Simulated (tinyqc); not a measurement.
Inside a calculation. Model: deep trap from a strong local potential in a two-band host (Koster-Slater model with semi-elliptic bands). Computed by tinyqc, a small Python program that keeps every step. Command: `OMP_NUM_THREADS=1 python tinyqc.py 3026538 3026539 out.jsonl deeptrap walk`. One thread of a shared host (Intel(R) Xeon(R) Processor @ 2.30GHz), about 0.02 s of CPU time with the checks. Intermediate numbers are printed to about 5 digits and carried at full precision; extremes and crossings named in words are read from the listed rows.

The valence band spans -2 W_v to 0 and the conduction band E_g to E_g + 2 W_c. The orbital at the impurity site has weight f_v in the valence band and 1 - f_v in the conduction band, each spread as a semi-ellipse (2/(pi W^2)) sqrt(W^2 - x^2) about the band centre. The impurity adds U to this orbital. Spin is left out.

Inputs (values chosen for the exercise, for a model semiconductor):
```
quantity,value,unit
gap E_g,6.1,eV
half-width of the valence band W_v,3.6,eV
half-width of the conduction band W_c,5,eV
valence weight f_v of the site orbital,0.45,-
impurity potential U,-25.3,eV
levels per band n,4,-
trial energy E,3.67,eV
```

Impurity: attractive, donor-like.

## Green function at the trial energy

In the gap G(E) = f_v (2/W_v^2)[x - sqrt(x^2 - W_v^2)] - (1 - f_v)(2/W_c^2)[y - sqrt(y^2 - W_c^2)], x = E + W_v, y = E_g + W_c - E. The potential that would put a level at E is U = 1/G(E).

valence part = 0.066244 1/eV

conduction part = -0.085100 1/eV

G(E) = -0.018856 1/eV

potential needed = -53.033 eV

## Thresholds and the vacancy level

G falls across the gap from G(0) to G(E_g). A repulsive U binds if U > 1/G(0), an attractive one if U < 1/G(E_g); the vacancy level (U infinite) solves G(E) = 0 (bisection).

G(0) = 0.19764 1/eV

G(E_g) = -0.17189 1/eV

repulsive threshold = 5.0596 eV

attractive threshold = -5.8177 eV

vacancy level = 2.9283 eV

## The trap level

The trap level solves G(E) = 1/U (bisection). With D = -dG/dE = D_v + D_c, D_v = f_v (2/W_v^2)[x/sqrt(x^2 - W_v^2) - 1] and D_c = (1 - f_v)(2/W_c^2)[y/sqrt(y^2 - W_c^2) - 1], the weight on the impurity orbital is 1/(U^2 D) and the conduction-band character is D_c/D.

trap level E_t = 4.4127 eV

weight on the impurity orbital = 0.051144

conduction-band character = 0.72870

depth below the conduction band = 1.6873 eV

The level comes down from the conduction band and has covered 53 % of the way to the vacancy level, which it can never pass; 95 % of the state lies on host orbitals.

## The same problem as a small matrix

Each band is replaced by n levels e_k = centre + W cos(k pi/(n + 1)) with weights w_k = f (2/(n + 1)) sin^2(k pi/(n + 1)), k = 1..n (valence first); H_kl = e_k delta_kl + U sqrt(w_k w_l).

host levels e_k (eV): [-0.688, -2.488, -4.712, -6.512, 15.145, 12.645, 9.555, 7.055]

weights w_k: [0.06219, 0.16281, 0.16281, 0.06219, 0.07601, 0.19899, 0.19899, 0.07601]

H (eV), lower triangle (symmetric):
```
,1,2,3,4,5,6,7,8
1,-2.261
2,-2.546,-6.607
3,-2.546,-4.119,-8.832
4,-1.573,-2.546,-2.546,-8.086
5,-1.739,-2.814,-2.814,-1.739,13.222
6,-2.814,-4.554,-4.554,-2.814,-3.111,7.611
7,-2.814,-4.554,-4.554,-2.814,-3.111,-5.034,4.520
8,-1.739,-2.814,-2.814,-1.739,-1.923,-3.111,-3.111,5.132
```

## Levels of the small matrix

Diagonalise H (2n rows). The trap level, between the highest valence and the lowest conduction e_k, is number n + 1 from below for an attractive impurity and number n for a repulsive one.

levels (eV): [-23.053, -6.133, -3.597, -1.069, 4.417, 7.884, 11.474, 14.775]

trap level of the matrix = 4.4170 eV

It misses the Green-function level by +0.0043 eV. The lone level at -23.05 eV is the hyperdeep partner, which holds a large part of the impurity orbital.

## Chemical trend: level against potential

U is 1.05, 1.2, 1.5, 2, 3, 5, 10 and 30 times the threshold, rounded to three digits; the largest values are formal and only show the vacancy limit.

Trend:
```
U (eV),E_t (eV),weight on the impurity,conduction character,E_t - vacancy level (eV)
-6.11,6.0964,0.02393,0.99523,3.1681
-6.98,6.0523,0.07275,0.98086,3.1240
-8.73,5.8814,0.11385,0.95122,2.9531
-11.60,5.5380,0.11880,0.90232,2.6097
-17.50,4.9317,0.08528,0.81319,2.0035
-29.10,4.2391,0.04074,0.69879,1.3108
-58.20,3.6053,0.01145,0.58419,0.6770
-175.00,3.1540,0.00129,0.49965,0.2258
```

dE_t/dU equals the weight on the impurity, which peaks at 0.119 (U = -11.6 eV) and falls to 0.0013 in the last row, so beyond the peak each further eV of potential moves the level less. The level nears the vacancy level, 2.928 eV, as 1/U: it is 0.677 eV away at 10 times the threshold and 0.226 eV at 30 times, and the state is then host-like.

## Opening the gap, as alloying or pressure does

The conduction band is shifted rigidly; widths, weights and U stay.

Against the gap:
```
E_g (eV),E_t (eV),depth below E_c (eV),conduction character
3.05,2.2450,0.8050,0.69492
3.96,2.8810,1.0790,0.70337
4.88,3.5328,1.3472,0.71381
5.49,3.9705,1.5195,0.72118
6.10,4.4127,1.6873,0.72870
7.01,5.0809,1.9291,0.73997
7.93,5.7669,2.1631,0.75122
9.76,7.1615,2.5985,0.77271
```

As the conduction band moves up by 6.710 eV the level follows by 4.917 eV, a mean slope of 0.73; the local slope is the conduction character. A shallow donor would follow with slope 1 and a shallow acceptor with slope 0.

Checks made by the program: closed form against a 4000-point quadrature of the densities of states (relative difference below 1e-10); 200 levels per band against the Green function (relative difference below 1e-10).
